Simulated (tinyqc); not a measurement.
Field dependence: Hall factor, magnetoresistance and optical conductivity for a power-law relaxation time. Computed by tinyqc, a small Python program. Command: `OMP_NUM_THREADS=1 python tinyqc.py 3031810 3031811 out.jsonl magneto walk`. One thread of a shared host (Intel(R) Xeon(R) Processor @ 2.30GHz), about 0.01 s of CPU time with the checks.

One spherical parabolic band, tau(E) = tau_0 x^s with x = E/(k_B T). Landau quantisation is left out.

Inputs (values chosen for the exercise, with a mass close to that of electrons in silicon): effective mass m = 0.25 m_0; exponent s = 0.5; tau_0 = 320 fs; reduced Fermi level eta = -8; temperature T = 500 K.

Constants: m_0 = 9.1093837015e-31 kg; k_B = 1.380649e-23 J/K; hbar = 1.054571817e-34 J s; e = 1.602176634e-19 C.

Method:
- <y> = int y x^(3/2) f (1 - f) dx / int x^(3/2) f (1 - f) dx, f = 1/(1 + exp(x - eta)).
- Integrals over x = E/(k_B T) use 160 Gauss-Legendre points in u = sqrt(x) from 0 to sqrt(max(eta, 0) + 45).
- n = (2 m k_B T)^(3/2)/(3 pi^2 hbar^3) int x^(3/2) f (1 - f) dx; moments in units of tau_0.
- mu = e <tau>/m; weak field r_H = <tau^2>/<tau>^2 and MR = c (mu B)^2, c = <tau^3>/<tau>^3 - r_H^2; strong field r_H = 1 and MR = <tau> <1/tau> - 1.
- With w_c = e B/m: sigma_xx = (n e^2/m) <tau/(1 + w_c^2 tau^2)>, sigma_xy = (n e^2/m) <w_c tau^2/(1 + w_c^2 tau^2)>; r_H = (n e/B) sigma_xy/(sigma_xx^2 + sigma_xy^2); MR = sigma_0 sigma_xx/(sigma_xx^2 + sigma_xy^2) - 1, sigma_0 = n e^2 <tau>/m.

drift mobility mu = 3387.20 cm^2/(V s)

saturation MR = 13.1752 %

Against the field:
```
B (T)        mu B     r_H      MR (%)
0.089  3.0146e-02  1.1043  9.5734e-03
0.3    1.0162e-01  1.1032  1.0712e-01
0.89   3.0146e-01  1.0946  8.3953e-01
1.8    6.0970e-01  1.0760  2.5814e+00
3      1.0162e+00  1.0552  4.7996e+00
5.9    1.9984e+00  1.0280  8.2677e+00
12     4.0646e+00  1.0102  1.1087e+01
30     1.0162e+01  1.0020  1.2693e+01
120    4.0646e+01  1.0001  1.3140e+01
```

What follows from these numbers?

r_H falls from 1.104 to 1.000, so a strong-field measurement gives n directly (though the highest fields listed exceed the roughly 100 T that non-destructive magnets reach); half of the fall is done between 1.02 and 2.00 in mu B. MR starts as B^1.99 and reaches 100 % of its saturation value in the last row. It arises only because carriers of different energy have different Hall angles, which one Hall field cannot cancel. Above 93 T hbar w_c exceeds k_B T and mu B exceeds 1, and Landau quantisation replaces this picture.

Extremes, crossings and ranges named in words are read from the listed rows.
